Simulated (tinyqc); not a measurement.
What moves the results: four-band model of biased bilayer graphene near K. A value that a table varies takes the place of the one given here.

Basis A1, B1, A2, B2, with B1 below A2; p = kx + i ky, v_j = (sqrt3/2) a g_j. Diagonal -U/2, -U/2, U/2, U/2; <A1|B1> = <A2|B2> = v0 p*, <B1|A2> = g1, <A1|B2> = v3 p, <A1|A2> = <B1|B2> = -v4 p*.

Parameters, chosen for this exercise (near those used for Bernal bilayer graphene; not measured data): a = 2.46 angstrom (lattice constant); g0 = 3.2 eV (hopping in a layer); g1 = 0.315 eV (hopping of the dimer sites); g3 = 0.21 eV (skew hopping A1-B2); g4 = 0.08 eV (skew hopping A1-A2); U = 0.3 eV (potential difference of the layers); k = (0.032, 0.011) 1/angstrom (wave vector from K).

## Gap against bias

Closed form for g3 = g4 = 0: gap U g1/sqrt(U^2 + g1^2), ring radius as (U/2 v0) sqrt((2 g1^2 + U^2)/(g1^2 + U^2)). Last column: lowest band 3 less highest band 2 of the full matrix on a polar grid, |k| = 0 to 0.08 in steps of 0.001 1/angstrom, angles 0, 15, 30, 45, 60 degrees.

Gap:
```
U (eV)  gap (eV)  kg (1/angstrom)  gap/U  gap on the grid (eV)
0.02      0.0200           0.0021  0.998                0.0197
0.05      0.0494           0.0052  0.988                0.0483
0.10      0.0953           0.0101  0.953                0.0922
0.15      0.1354           0.0148  0.903                0.1297
0.20      0.1688           0.0192  0.844                0.1605
0.30      0.2172           0.0272  0.724                0.2041
0.40      0.2475           0.0345  0.619                0.2304
0.60      0.2789           0.0485  0.465                0.2552
```

The gap follows U while U << g1 (ratio 0.988 at 0.05 eV) and bends towards g1 = 0.315 eV, reaching 0.279 eV at 0.6. The skew hoppings change it by -3.1 meV at U = 0.1 and -17.1 meV at 0.4 eV. U is the screened difference, smaller than the applied field times the layer distance.

## From parabola to cone

U = 0, along kx. Parabola: v0^2 k^2/g1. Hyperbola: sqrt(g1^2/4 + v0^2 k^2) - g1/2. Then bands 3 and 2 of the full matrix for +kx and band 3 for -kx.

Energies (eV):
```
k (1/angstrom)  parabola  hyperbola  band 3, +kx  band 2, +kx  band 3, -kx
0.002             0.0006     0.0006       0.0003      -0.0003       0.0015
0.005             0.0037     0.0036       0.0016      -0.0013       0.0060
0.010             0.0148     0.0141       0.0105      -0.0092       0.0191
0.020             0.0590     0.0508       0.0453      -0.0407       0.0609
0.030             0.1328     0.1006       0.0940      -0.0858       0.1155
0.050             0.3689     0.2180       0.2101      -0.1944       0.2417
0.080             0.9443     0.4102       0.4008      -0.3744       0.4463
0.120             2.1246     0.6756       0.6643      -0.6239       0.7279
```

The parabola is 4 % above the hyperbola at 0.01 and a factor 3.14 at 0.12 1/angstrom, where the slope nears v0. g3 makes +kx and -kx differ, by 21.5 meV at 0.03, and g4 makes electrons and holes differ, |band 3| - |band 2| = +8.2 meV there. Without bias the bands touch in four small cones, one at K and three at k = g1 v3/v0^2 = 0.0030 1/angstrom from it; their pockets join near g1 (g3/g0)^2/4 = 0.3 meV.

## What each parameter does

The four levels at k. Each row changes one parameter from the base and keeps the others.

Results:
```
case            band 1 (eV)  band 2 (eV)  band 3 (eV)  band 4 (eV)
base                -0.4923      -0.1070       0.1146       0.4847
g0 = 3.36 eV        -0.5025      -0.1107       0.1184       0.4949
g1 = 0.3465 eV      -0.5125      -0.1104       0.1180       0.5048
g3 = 0.31 eV        -0.4931      -0.1049       0.1125       0.4854
g4 = 0.13 eV        -0.4948      -0.1046       0.1170       0.4824
U = 0.35 eV         -0.5077      -0.1104       0.1176       0.5006
```

The largest shifts from the base row, up to three for each result and ties (the steps differ in size, so this ranks the rows, not the parameters). band 1 (eV): g1 -0.0202, U -0.0154, g0 -0.0102. band 2 (eV): g0 -0.0038, U -0.0035, g1 -0.0034. band 3 (eV): g0 +0.0038, g1 +0.0035, U +0.0030. band 4 (eV): g1 +0.0201, U +0.0159, g0 +0.0101. Only g4 breaks the mirror symmetry between the upper and lower bands.

Program tinyqc; command `OMP_NUM_THREADS=1 python tinyqc.py 1452860 1452861 out.jsonl`; about 0.06 s on one thread of a shared Intel(R) Xeon(R) Processor @ 2.30GHz.
